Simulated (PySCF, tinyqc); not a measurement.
Worked calculation: RKS/BLYP in the sto-6g basis, for H6, spin multiplicity 1. The lowest restricted solution is unstable here: a spin-polarised one lies 0.0028 hartree lower (PySCF). One step of it, computed by the program tinyqc.

Problem. Iteration 1: building the Kohn-Sham matrix. J_ij = sum D_kl (ij|kl); F = H + J + V_xc; E = tr D H + tr D J / 2 + E_xc + E_nn.

D at the start, lower triangle:
```
           1H 1s      2H 1s      3H 1s      4H 1s     5H 1s     6H 1s
1H 1s   0.094186
2H 1s   0.319611   1.308516
3H 1s  -0.091344   0.174960   1.200265
4H 1s  -0.193850  -0.636384   0.456108   1.198281
5H 1s   0.206611   0.418232  -0.637930   0.176858  1.307042
6H 1s   0.079596   0.206039  -0.193817  -0.090535  0.318187  0.093498
```

core Hamiltonian H = T + V (hartree), lower triangle:
```
           1H 1s      2H 1s      3H 1s      4H 1s      5H 1s      6H 1s
1H 1s  -1.362272
2H 1s  -0.587426  -1.697645
3H 1s  -0.087186  -0.745046  -1.793726
4H 1s  -0.006977  -0.091655  -0.657279  -1.793956
5H 1s  -0.000480  -0.008810  -0.091820  -0.746110  -1.697779
6H 1s  -0.000018  -0.000479  -0.006977  -0.087185  -0.586581  -1.361987
```

Two-electron integrals (ij|kl) in chemists' order, unique and non-zero (hartree):
```
(11|11) 0.774999   (21|11) 0.169414   (21|21) 0.054304   (22|11) 0.372656
(22|21) 0.169414   (22|22) 0.774999   (31|11) 0.015860   (31|21) 0.005722
(31|22) 0.021380   (31|31) 0.000723   (32|11) 0.093525   (32|21) 0.041613
(32|22) 0.201376   (32|31) 0.006566   (32|32) 0.073886   (33|11) 0.199476
(33|21) 0.083548   (33|22) 0.398165   (33|31) 0.015860   (33|32) 0.201376
(33|33) 0.774999   (41|11) 0.000897   (41|21) 0.000337   (41|22) 0.001326
(41|31) 0.000047   (41|32) 0.000465   (41|33) 0.001326   (41|41) 3.45e-06
(42|11) 0.008245   (42|21) 0.003445   (42|22) 0.015829   (42|31) 0.000573
(42|32) 0.006553   (42|33) 0.021339   (42|41) 0.000047   (42|42) 0.000720
(43|11) 0.048661   (43|21) 0.019040   (43|22) 0.083414   (43|31) 0.003447
(43|32) 0.041544   (43|33) 0.169129   (43|41) 0.000337   (43|42) 0.005703
(43|43) 0.054141   (44|11) 0.131277   (44|21) 0.048721   (44|22) 0.199401
(44|31) 0.008258   (44|32) 0.093479   (44|33) 0.372423   (44|41) 0.000897
(44|42) 0.015829   (44|43) 0.169129   (44|44) 0.774999   (51|11) 0.000044
(51|21) 0.000017   (51|22) 0.000072   (51|31) 2.61e-06   (51|32) 0.000028
(51|33) 0.000085   (51|41) 2.08e-07   (51|42) 3.04e-06   (51|43) 0.000024
(51|44) 0.000070   (51|51) 1.34e-08   (52|11) 0.000637   (52|21) 0.000255
(52|22) 0.001131   (52|31) 0.000043   (52|32) 0.000484   (52|33) 0.001637
(52|41) 3.72e-06   (52|42) 0.000059   (52|43) 0.000498   (52|44) 0.001637
(52|51) 2.57e-07   (52|52) 0.000005   (53|11) 0.005471   (53|21) 0.002062
(53|22) 0.008619   (53|31) 0.000354   (53|32) 0.004072   (53|33) 0.015860
(53|41) 0.000035   (53|42) 0.000591   (53|43) 0.005714   (53|44) 0.021379
(53|51) 2.61e-06   (53|52) 0.000059   (53|53) 0.000723   (54|11) 0.040047
(54|21) 0.014443   (54|22) 0.057038   (54|31) 0.002334   (54|32) 0.025236
(54|33) 0.093624   (54|41) 0.000239   (54|42) 0.004070   (54|43) 0.041611
(54|44) 0.201706   (54|51) 0.000020   (54|52) 0.000484   (54|53) 0.006574
(54|54) 0.074102   (55|11) 0.099769   (55|21) 0.035138   (55|22) 0.134788
(55|31) 0.005471   (55|32) 0.056972   (55|33) 0.199476   (55|41) 0.000527
(55|42) 0.008606   (55|43) 0.083456   (55|44) 0.398423   (55|51) 0.000044
(55|52) 0.001131   (55|53) 0.015860   (55|54) 0.201706   (55|55) 0.774999
(61|11) 1.15e-06   (61|21) 4.49e-07   (61|22) 1.91e-06   (61|31) 7.41e-08
(61|32) 8.25e-07   (61|33) 2.84e-06   (61|41) 6.57e-09   (61|42) 1.03e-07
(61|43) 8.83e-07   (61|44) 2.84e-06   (61|52) 9.35e-09   (61|53) 1.03e-07
(61|54) 8.26e-07   (61|55) 1.91e-06   (62|11) 0.000027   (62|21) 0.000010
(62|22) 0.000044   (62|31) 1.73e-06   (62|32) 0.000019   (62|33) 0.000070
(62|41) 1.61e-07   (62|42) 2.60e-06   (62|43) 0.000024   (62|44) 0.000084
(62|51) 1.17e-08   (62|52) 2.56e-07   (62|53) 3.04e-06   (62|54) 0.000028
(62|55) 0.000072   (62|62) 1.34e-08   (63|11) 0.000358   (63|21) 0.000131
(63|22) 0.000527   (63|31) 0.000022   (63|32) 0.000239   (63|33) 0.000897
(63|41) 2.11e-06   (63|42) 0.000035   (63|43) 0.000337   (63|44) 0.001326
(63|51) 1.61e-07   (63|52) 3.72e-06   (63|53) 0.000047   (63|54) 0.000465
(63|55) 0.001326   (63|61) 6.57e-09   (63|62) 2.08e-07   (63|63) 3.45e-06
(64|11) 0.004020   (64|21) 0.001420   (64|22) 0.005470   (64|31) 0.000222
(64|32) 0.002331   (64|33) 0.008258   (64|41) 0.000022   (64|42) 0.000354
(64|43) 0.003447   (64|44) 0.015860   (64|51) 1.73e-06   (64|52) 0.000043
(64|53) 0.000573   (64|54) 0.006574   (64|55) 0.021379   (64|61) 7.41e-08
(64|62) 2.61e-06   (64|63) 0.000047   (64|64) 0.000723   (65|11) 0.026970
(65|21) 0.009335   (65|22) 0.035086   (65|31) 0.001418   (65|32) 0.014404
(65|33) 0.048661   (65|41) 0.000131   (65|42) 0.002055   (65|43) 0.019018
(65|44) 0.083456   (65|51) 0.000010   (65|52) 0.000255   (65|53) 0.003447
(65|54) 0.041611   (65|55) 0.169129   (65|61) 4.49e-07   (65|62) 0.000017
(65|63) 0.000337   (65|64) 0.005714   (65|65) 0.054141   (66|11) 0.079183
(66|21) 0.027005   (66|22) 0.099751   (66|31) 0.004020   (66|32) 0.039990
(66|33) 0.131277   (66|41) 0.000358   (66|42) 0.005461   (66|43) 0.048661
(66|44) 0.199476   (66|51) 0.000027   (66|52) 0.000637   (66|53) 0.008258
(66|54) 0.093624   (66|55) 0.372423   (66|61) 1.15e-06   (66|62) 0.000044
(66|63) 0.000897   (66|64) 0.015860   (66|65) 0.169129   (66|66) 0.774999
```

nuclear repulsion = 3.45668253 hartree

V_xc (hartree), lower triangle:
```
           1H 1s      2H 1s      3H 1s      4H 1s      5H 1s      6H 1s
1H 1s  -0.274225
2H 1s  -0.100274  -0.482496
3H 1s  -0.013249  -0.145081  -0.480937
4H 1s  -0.000948  -0.014482  -0.122351  -0.480848
5H 1s  -0.000058  -0.001237  -0.014509  -0.145302  -0.482384
6H 1s  -0.000002  -0.000058  -0.000947  -0.013243  -0.100022  -0.273719
```

E_xc = sum of w rho eps_xc = -2.16536675 hartree

Give: Coulomb J; Kohn-Sham matrix F; total energy of this density.

Solution.

Coulomb J (hartree), lower triangle:
```
       1H 1s  2H 1s  3H 1s  4H 1s  5H 1s  6H 1s
1H 1s  1.291
2H 1s  0.514  2.213
3H 1s  0.075  0.798  2.480
4H 1s  0.006  0.088  0.720  2.480
5H 1s  0.000  0.008  0.089  0.799  2.212
6H 1s  0.000  0.000  0.006  0.075  0.513  1.289
```

Kohn-Sham matrix F (hartree), lower triangle:
```
        1H 1s   2H 1s   3H 1s   4H 1s   5H 1s   6H 1s
1H 1s  -0.346
2H 1s  -0.174   0.033
3H 1s  -0.025  -0.092   0.206
4H 1s  -0.002  -0.018  -0.059   0.205
5H 1s   0.000  -0.002  -0.018  -0.093   0.032
6H 1s   0.000   0.000  -0.002  -0.025  -0.174  -0.347
```

total energy of this density = -2.51679 hartree
